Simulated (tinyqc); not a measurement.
Inside a calculation. Method: Hueckel theory of the pi electrons, for the molecule O=Cc1cccccc1=O (SMILES; centres numbered as the heavy atoms are written). One step of it, computed by the program tinyqc.

Task: Energy, charges, bond orders. E = sum n x; q_r = z_r - P_rr; bond order p = P_rs; free valence = sqrt(3) - sum of p over the bonds of the atom.

x values: [2.316598, 1.744880, 1.618034, 1.204536, 0.745770, -0.151387, -0.618034, -0.961945, -1.817952, -2.080500]

occupations: [2.000000, 2.000000, 2.000000, 2.000000, 2.000000, 0.000000, 0.000000, 0.000000, 0.000000, 0.000000]

charge and bond-order matrix P, order 1O, 2C, 3C, 4C, 5C, 6C, 7C, 8C, 9C, 10O:
```
[[1.499431, 0.777817, -0.062274, -0.232411, -0.021161, 0.156694, 0.076197, -0.118737, -0.156214, 0.135533],
 [0.777817, 0.659340, 0.451465, 0.148976, -0.054556, -0.101658, -0.038240, 0.038719, 0.110737, -0.156214],
 [-0.062274, 0.451465, 0.981327, 0.629320, 0.068479, -0.249490, -0.139136, 0.191234, 0.490184, -0.181010],
 [-0.232411, 0.148976, 0.629320, 0.814186, 0.609726, 0.172780, -0.174756, -0.202554, 0.086644, -0.111921],
 [-0.021161, -0.054556, 0.068479, 0.609726, 0.918487, 0.684460, 0.109361, -0.279346, -0.175340, 0.155733],
 [0.156694, -0.101658, -0.249490, 0.172780, 0.684460, 0.855068, 0.579870, 0.136576, -0.141778, 0.092314],
 [0.076197, -0.038240, -0.139136, -0.174756, 0.109361, 0.579870, 0.882283, 0.717438, 0.154740, -0.205197],
 [-0.118737, 0.038719, 0.191234, -0.202554, -0.279346, 0.136576, 0.717438, 0.900447, 0.514883, -0.142771],
 [-0.156214, 0.110737, 0.490184, 0.086644, -0.175340, -0.141778, 0.154740, 0.514883, 0.794170, 0.577310],
 [0.135533, -0.156214, -0.181010, -0.111921, 0.155733, 0.092314, -0.205197, -0.142771, 0.577310, 1.695260]]
```

Centres:
```
centre  z_r, pi electrons of the neutral centre         h
1O                                            1  1.000000
2C                                            1  0.000000
3C                                            1  0.000000
4C                                            1  0.000000
5C                                            1  0.000000
6C                                            1  0.000000
7C                                            1  0.000000
8C                                            1  0.000000
9C                                            1  0.000000
10O                                           1  1.000000
```

Bonds:
```
i   j         k
1   2  1.000000
2   3         1
3   4         1
4   5         1
5   6         1
6   7         1
7   8         1
8   9         1
9  10         1
9   3         1
```

Give: pi energy = 10 alpha + this times beta; pi charges; Bond orders and lengths from R = 1.517 - 0.180 p; free valence of the carbons; gap between the highest filled and the next level.

Result:

pi energy = 10 alpha + this times beta = 15.260

pi charges: [-0.499, 0.341, 0.019, 0.186, 0.082, 0.145, 0.118, 0.100, 0.206, -0.695]

Bond orders and lengths from R = 1.517 - 0.180 p (angstrom, C-C alone):
```
bond      p      R
1-2   0.778      -
2-3   0.451  1.436
3-4   0.629  1.404
4-5   0.610  1.407
5-6   0.684  1.394
6-7   0.580  1.413
7-8   0.717  1.388
8-9   0.515  1.424
9-10  0.577      -
9-3   0.490  1.429
```

free valence of the carbons: [0.503, 0.161, 0.493, 0.438, 0.468, 0.435, 0.500, 0.150]

gap between the highest filled and the next level = 0.897 |beta|
